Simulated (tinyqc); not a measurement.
What each parameter does: exciton in a hard-walled quantum well (variational).

Electron and hole in the lowest states cos(pi z/L) of a hard-walled well; relative motion in the plane exp(-rho/lam). E(lam) = c/(mu lam^2) - (q/eps) <1/r>, <1/r> = integral over k from 0 to infinity of F(kL) (1 + (k lam/2)^2)^(-3/2), F(x) = [3x + 8 pi^2/x - 32 pi^4 (1 - exp(-x))/(x^2 (x^2 + 4 pi^2))]/(x^2 + 4 pi^2); c = hbar^2/2m0, q = e^2/(4 pi eps0). E is counted from the subband edge.

Constants: hbar^2/2m0 = 3.80998211 eV angstrom^2; e^2/(4 pi eps0) = 14.39964547 eV angstrom; Ry = 13.60569312 eV.

Parameters, chosen for this exercise (near those of InGaAs; shifted at random, so the results belong to these values and not to a real crystal):
- me = 0.04 m0 (electron mass)
- mh = 0.098 m0 (hole mass)
- eps = 13.8 (dielectric constant)
- L = 450 angstrom (well width)

1/mu = 1/me + 1/mh, Ry* = Ry mu/eps^2; the minimum over lam.

One parameter was then changed.

Results before and after:

| case | binding (meV) | lam (angstrom) | binding/Ry* |
|---|---|---|---|
| base | 3.34 | 268.6 | 1.644 |
| changed | 3.50 | 253.7 | 1.582 |

Which of these changes was made? (a) L = 315 angstrom; (b) mh = 0.137 m0; (c) me = 0.048 m0; (d) eps = 12.4.
Answer: (b) mh = 0.137 m0. Of the candidates, run in turn, only this one gives the changed row.

All candidates:

| case | binding (meV) | lam (angstrom) | binding/Ry* |
|---|---|---|---|
| base | 3.34 | 268.6 | 1.644 |
| me = 0.048 m0 | 3.58 | 247.1 | 1.553 |
| mh = 0.137 m0 | 3.50 | 253.7 | 1.582 |
| eps = 12.4 | 3.94 | 250.2 | 1.567 |
| L = 315 angstrom | 3.88 | 239.7 | 1.910 |

Program tinyqc; command `OMP_NUM_THREADS=1 python tinyqc.py 1251819 1251820 out.jsonl`; about 0.02 s on one thread of a shared Intel(R) Xeon(R) Processor @ 2.30GHz.
